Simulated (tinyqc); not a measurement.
Standing waves and exposure in a photoresist film, step by step. Values are carried at full precision from step to step, so a last printed digit may differ when a step is redone from the rounded ones.

Normal incidence from air. Unexposed resist: N1 = n1 + i k1 with k1 = (A + B) lam/(4 pi), lam in micrometres. r01 = (1 - N1)/(1 + N1), t01 = 2/(1 + N1). Below the resist lie the layer Na = na + i ka and the substrate Ns = ns + i ks: r12 = (r1a + ras x)/(1 + r1a ras x), x = exp(4 pi i Na da/lam), r1a = (N1 - Na)/(N1 + Na), ras = (Na - Ns)/(Na + Ns). With p = exp(2 pi i N1 d/lam), the field at depth z is E(z) = t01 [exp(2 pi i N1 z/lam) + r12 p^2 exp(-2 pi i N1 z/lam)]/(1 + r01 r12 p^2), the relative intensity I(z) = n1 |E(z)|^2 and the reflectance R = |(r01 + r12 p^2)/(1 + r01 r12 p^2)|^2.

Parameters, chosen for this exercise (a resist on Si, indices near tabulated ones; not measured data): lam = 365 nm (vacuum wavelength); n1 = 1.712 (resist index); A = 0.7 1/micrometre (bleachable absorption (Dill A)); B = 0.07 1/micrometre (fixed absorption (Dill B)); d = 615 nm (resist thickness); ns = 6.411 (substrate n); ks = 2.651 (substrate k); na = 1.73 (n of the bottom antireflection layer); ka = 0.286 (its k); da = 29 nm (its thickness); C = 0.027 cm^2/mJ (exposure rate (Dill C)); D = 20 mJ/cm^2 (incident dose); Ld = 10 nm (diffusion length of the post-exposure bake).

## Interface coefficients

Form N1, r01, t01 and r12.

N1 = 1.71200+0.02237i
r01 = -0.2626-0.0061i
t01 = 0.7374-0.0061i
r12 = 0.1194-0.5314i
|r12|^2 = 0.2966

Next to the bottom the intensity swings by a factor ((1 + |r12|)/(1 - |r12|))^2 = 11.5 between antinode and node; without the layer |r12|^2 would be 0.3964.

## Round trip and reflectance

Form p^2, the denominator and R; the period of the standing wave is lam/(2 n1).

p^2 = 0.0750-0.6183i
1 + r01 r12 p^2 = 1.0832+0.0318i
R = 0.3008
period = 106.60 nm

The film holds 5.77 periods.

## Intensity and exposure over the lowest period

Nine depths from d - period to d. Without bleaching during the exposure the share of unexposed compound is m = exp(-C D I).

Profile:
```
z (nm)      I      m
508.4   0.789  0.653
521.7   0.379  0.815
535.0   0.138  0.928
548.4   0.204  0.895
561.7   0.537  0.748
575.0   0.939  0.602
588.3   1.172  0.531
601.7   1.098  0.553
615.0   0.758  0.664
```

I runs from 0.138 to 1.172 on these points, so m runs from 0.531 to 0.928; the least exposed point listed lies 80.0 nm above the bottom.

## Smoothing by the bake

Gaussian diffusion of length Ld multiplies a cosine of period L by exp(-2 pi^2 Ld^2/L^2). Give that factor, and the Ld that leaves 10 %.

factor = 0.841
Ld for 10 % = 36.41 nm

## Checks

- R against the transfer-matrix product: both 0.30078.

tinyqc: `OMP_NUM_THREADS=1 python tinyqc.py 1650601 1650602 out.jsonl`; about 0.01 s, one thread, shared Intel(R) Xeon(R) Processor @ 2.30GHz.
